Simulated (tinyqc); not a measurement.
Composition and strain of an epitaxial Si(1-x)Ge(x) layer from Raman and X-ray peaks: one step, computed by the program tinyqc. Command: `OMP_NUM_THREADS=1 python tinyqc.py 3003065 3003066 out.jsonl epiraman walk`. One thread of a shared host (Intel(R) Xeon(R) Processor @ 2.30GHz), about 0.01 s of CPU time with the checks.

A (001) layer, biaxially strained in the plane. The Raman peaks follow empirical lines omega = w0 + c1 x + c3 x^3 + b eps (c3 for Si-Ge alone), with eps the in-plane strain.

Task: Raman peaks. Insert x and eps in the three lines; the strain part is b eps.

Inputs (values chosen for the exercise, modelled on silicon-germanium):

| quantity | value | unit |
|---|---|---|
| Ge fraction x | 0.64 | - |
| Si-Si: w0 | 520.2 | 1/cm |
| Si-Si: c1 | -70 | 1/cm |
| Si-Si: strain coefficient b | -692 | 1/cm |
| Si-Ge: w0 | 400 | 1/cm |
| Si-Ge: c1 | 24.1 | 1/cm |
| Si-Ge: c3 | -34.1 | 1/cm |
| Si-Ge: strain coefficient b | -578 | 1/cm |
| Ge-Ge: w0 | 280.2 | 1/cm |
| Ge-Ge: c1 | 19.6 | 1/cm |
| Ge-Ge: strain coefficient b | -455 | 1/cm |

Substrate: silicon.

in-plane strain eps = -24.96548 per mille

Give: Si-Si peak; Si-Ge peak; Ge-Ge peak; strain parts.

Result:

Si-Si peak = 492.7 1/cm

Si-Ge peak = 420.9 1/cm

Ge-Ge peak = 304.1 1/cm

strain parts (1/cm): Si-Si 17.28, Si-Ge 14.43, Ge-Ge 11.36

Read as unstrained, the Si-Si peak would give x = 0.393 in place of 0.64. Caution: strains above 2 % survive only in layers a few nanometres thick, and the linear relations lose accuracy.
